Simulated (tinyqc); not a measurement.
# Worked calculation: crystallisation kinetics and data retention of a phase-change cell

Computed by the program tinyqc: `OMP_NUM_THREADS=1 python tinyqc.py 2490029 2490030 out.jsonl`, one thread of a shared Intel Xeon 2.30GHz, about 0.02 s for the whole run. Printed values are rounded.

Johnson-Mehl-Avrami-Kolmogorov law X = 1 - exp(-y^n), y = integral of k dt, k = (1/100 s) exp[-(Ec q/kB)(1/T - 1/T1)].

Values chosen for this exercise; values of the order of Ge-Sb-Te and related chalcogenides:
- Ec = 3.19 eV (activation energy of crystallisation)
- T1 = 461 K (temperature at which the rate k is 1/(100 s))
- n = 1.5 (Avrami exponent)
- Xf = 0.3 (crystalline share at which the state is lost)
- T = 398 K (storage temperature)
- b = 5 K/min (heating rate)
- Ta = 427 K (start of the ramp table)
- dT = 6 K (step of the table)
- m = 10 (steps)

Constants: q = 1.602176634e-19 C, kB = 1.380649e-23 J/K. Results are converted to the units shown.

Range of the model: One Arrhenius rate is assumed; incubation, growth from the boundary and the non-Arrhenius kinetics of the supercooled liquid are left out.

## Retention

At fixed T the state fails at t = (-ln(1 - Xf))^(1/n)/k; ten years are 3.15576e8 s.

k = 3.018222e-8 1/s
y at failure = 0.5029387
time to fail = 1.666341e7 s
the same in years = 0.5280317
temperature for ten years = 385.8003 K

The cell misses ten years at 398 K.

## A heating ramp

T rises at the rate b. Start with y = k (kB Ta^2/(q Ec))/b, the integral from cold to Ta to leading order; over each step k is taken as exponential in T, so y gains (dT/b)(k2 - k1)/ln(k2/k1). dX/dt = n y^(n - 1) k exp(-y^n), listed as 0 once y^n exceeds 23.

```
point  T (K)      k (1/s)            y            X   dX/dt (1/s)
0        427  1.671673e-5  9.880308e-4  3.105625e-5   7.881598e-7
1        433  5.557397e-5  0.003316932  1.910132e-4   4.800075e-6
2        439  1.787847e-4   0.01090908  0.001138766   2.797826e-5
3        445  5.573205e-4   0.03488056  0.006493240   1.551168e-4
4        451  0.001685550    0.1082808   0.03500362   8.028497e-4
5        457  0.004951736    0.3265021    0.1701950   0.003521826
6        463   0.01414632    0.9571582    0.6079754   0.008138416
7        469   0.03934276     2.730762    0.9890300   0.001069808
8        475    0.1066262     7.589662     1.000000  3.659271e-10
9        481    0.2818775     20.56933            1             0
10       487    0.7275348     54.40996            1             0
```

Among the points the rate is largest at 463 K, where X = 0.608; the exact peak lies at 463.2 K.
